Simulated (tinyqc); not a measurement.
Changing the binding energy of the fault level E_b: polytypes and stacking faults of a tetrahedral semiconductor in an axial Ising model with couplings up to third neighbours. Computed by tinyqc, a small Python program. Command: `OMP_NUM_THREADS=1 python tinyqc.py 3010056 3010057 out.jsonl polytype sweep`. One thread of a shared host (Intel(R) Xeon(R) Processor @ 2.30GHz), about 0.01 s of CPU time with the checks.

Each double layer has s = +1 or -1 for the sense of its stacking step; E per pair of atoms = E0 - sum_n J_n <s_i s_(i+n)>, n = 1, 2, 3. Hexagonality h = (1 - <s_i s_(i+1)>)/2.

Inputs (values chosen for the exercise, of the order of those of SiC for J, a, G and the gaps):
```
quantity,value,unit
J1,2.31,meV/pair
J2,-3.8,meV/pair
J3,-0.31,meV/pair
basal lattice constant a,3.08,angstrom
in-plane mass m,0.38,m0
effective density of states N_c at 300 K,2e+19,1/cm^3
electron density n,3e+16,1/cm^3
temperature T,700,K
```

Host polytype: 6H.

fault coefficients k_n:
```
,J1,J2,J3
single Shockley (42),0.000000,0.000000,-4.000000
Frank-type (32),0.666667,1.333333,-2.000000
Frank-type (43),-0.666667,-1.333333,-2.000000
```

Constants: 1 eV/angstrom^2 = 16.02176634 J/m^2; m_0 = 9.1093837015e-31 kg; hbar = 1.054571817e-34 J s; k_B = 1.380649e-23 J/K; k_B = 8.617333262e-05 eV/K.

Method:
- Faults in 6H: the sequences single Shockley (42) (++++--), Frank-type (32) (+++--), Frank-type (43) (++++---) are put between perfect repeats; k_n = (layers x C_n of the host) - sum_i s_i s_(i+n). gamma = sum k_n J_n/A, A = (sqrt 3/2) a^2; 1 meV/angstrom^2 = 16.02177 mJ/m^2.
- The fault binds electrons in a two-dimensional band E_b below the conduction edge, g2 = m m0/(pi hbar^2) for one valley. With the Fermi level held by the bulk, eta = ln[n/N_c(T)], N_c(T) = N_c (T/300)^1.5, the grand potential falls by g2 (k_B T)^2 F1(x), x = eta + E_b/(k_B T), F1(x) = integral from 0 to infinity of ln(1 + exp(x - t)) dt; sheet density g2 k_B T ln(1 + e^x). Band bending by the trapped charge is left out, so the gain is an upper bound.
- Net fault energy = gamma of the single Shockley (42) fault less the electronic gain.

One run for each value:
```
binding energy of the fault level E_b (eV),electronic gain (mJ/m^2),sheet density (1/cm^2),net fault energy (mJ/m^2)
0.05,8.919e-04,9.227e+09,2.417
0.13,3.358e-03,3.471e+10,2.415
0.21,1.262e-02,1.301e+11,2.406
0.29,4.708e-02,4.811e+11,2.371
0.36,1.463e-01,1.458e+12,2.272
0.44,5.027e-01,4.616e+12,1.915
0.52,1.494e+00,1.153e+13,0.925
0.60,3.606e+00,2.184e+13,-1.187
```

Describe and explain the trends.

Over the rows, electronic gain (mJ/m^2) rises from 8.92e-4 to 3.61 (exponent d ln y / d ln x 1.4 between the first rows and 6.2 between the last); sheet density (1/cm^2) rises from 9.23e9 to 2.18e13 (exponent d ln y / d ln x 1.4 between the first rows and 4.5 between the last); net fault energy (mJ/m^2) falls from 2.42 to -1.19. The gain grows as exp(E_b/(k_B T)) while the well is empty and as (E_b + eta k_B T)^2 once it is degenerate; thicker faults bind more deeply.
